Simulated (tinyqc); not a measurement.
# Worked calculation: undoped gate-all-around wire MOSFET, analytic charge model

Computed by the program tinyqc: `OMP_NUM_THREADS=1 python tinyqc.py 2460022 2460023 out.jsonl`, one thread of a shared Intel Xeon 2.30GHz, about 0.02 s for the whole run. Printed values are rounded.

An undoped round wire of radius R under an insulator shell and a surrounding gate; long channel, electrons only, n = ni exp((psi - V)/Vt) with V the quasi-Fermi potential (0 at the source, Vd at the drain), constant mobility, no quantisation. The radial Poisson equation gives n(r) = n(0)/(1 - (1 - b) r^2/R^2)^2 with b = Q0/(Q + Q0). Q is the electron charge per area of the wire surface.

Values chosen for this exercise; material values those of a made-up semiconductor:
```
symbol    value        unit                                             meaning
T           325           K                                         temperature
Eg         1.01          eV                                            band gap
eps_r      11.4                      relative permittivity of the semiconductor
Nc      3.03e19       cm^-3              conduction-band density of states at T
Nv      3.07e19       cm^-3                 valence-band density of states at T
eox        7.78                     relative permittivity of the gate insulator
tox         2.3          nm                                 insulator thickness
R            10          nm                                         wire radius
dphi       0.01           V  gate work function less that of the intrinsic body
mu          710  cm^2/(V s)                                    channel mobility
L           0.2          um                                         gate length
Vg         0.97           V                                        gate voltage
Vd            1           V                                       drain voltage
```

Constants: q = 1.602176634e-19 C, kB = 1.380649e-23 J/K, Vt = kB T/q, eps0 = 8.8541878128e-14 F/cm where lengths are in cm. Results are converted to the units shown.

Range of the model: The surface density at the source passes 0.3 Nc, where Boltzmann statistics fail. mu V/L, with V the smaller of Vd and Vg - V0, passes 3e6 cm/s, so velocity saturation, left out here, would lower the current.

## Constants of the wire

ni = sqrt(Nc Nv) exp(-Eg/(2 Vt)), Eg in volts; Cox = eps0 eox/(R ln(1 + tox/R)); Q0 = 4 eps0 eps_r Vt/R; V0 = dphi + Vt ln[8 eps0 eps_r Vt/(q ni R^2)].

ni = 4.500394e11 cm^-3
Cox = 3.327578 uF/cm^2
Q0 = 113.0758 nC/cm^2
V0 = 0.4289356 V

## Iteration 1: charge at the source by Newton steps

Q at the start = 11 nC/cm^2

With V = 0: f = Q/Cox + Vt ln(Q/Q0) + Vt ln(1 + Q/Q0) - (Vg - V0); f' = 1/Cox + Vt/Q + Vt/(Q + Q0); Q(new) = Q - f/f'.

f = -0.6004181 V
f' = 0.003072269 V cm^2/nC
Q after iteration 1 = 206.4315 nC/cm^2

## Iteration 2: charge at the source by Newton steps

As before.

f = -0.4330797 V
f' = 5.238425e-4 V cm^2/nC
Q after iteration 2 = 1033.168 nC/cm^2

## Course of the iteration: charge at the source by Newton steps

Stop when Q changes by less than 1e-8 nC/cm^2, or after 40 iterations.

Course of the iteration:
```
iteration,Q (nC/cm^2),|change| (nC/cm^2)
1,206.4315,195
2,1033.168,827
3,1327.865,295
4,1333.005,5.14
5,1333.006,1.14e-3
6,1333.006,5.53e-11
```

Converged in 6 iterations. At the end the number of correct digits about doubles with each step.

## Drain current and line charge

Qs = 1333.006 nC/cm^2
Qd = 8.642721e-6 nC/cm^2

Q solves Vg - V0 - V = Q/Cox + Vt ln(Q/Q0) + Vt ln(1 + Q/Q0). I = mu (2 pi R/L)[2 Vt (Qs - Qd) + (Qs^2 - Qd^2)/(2 Cox) + Vt Q0 ln((Qd + Q0)/(Qs + Q0))], with Qs at V = 0 and Qd at V = Vd. Electrons per length at the source: 2 pi R Qs/q; surface over centre density: (1 + Qs/Q0)^2.

first term = 16.65430 uA
second term = 59.55442 uA
third term = -1.800231 uA
I = 74.40849 uA
electrons per length = 5.227590 1/nm
surface over centre density = 163.5483

The square-law term makes up 80.0 % of the current.
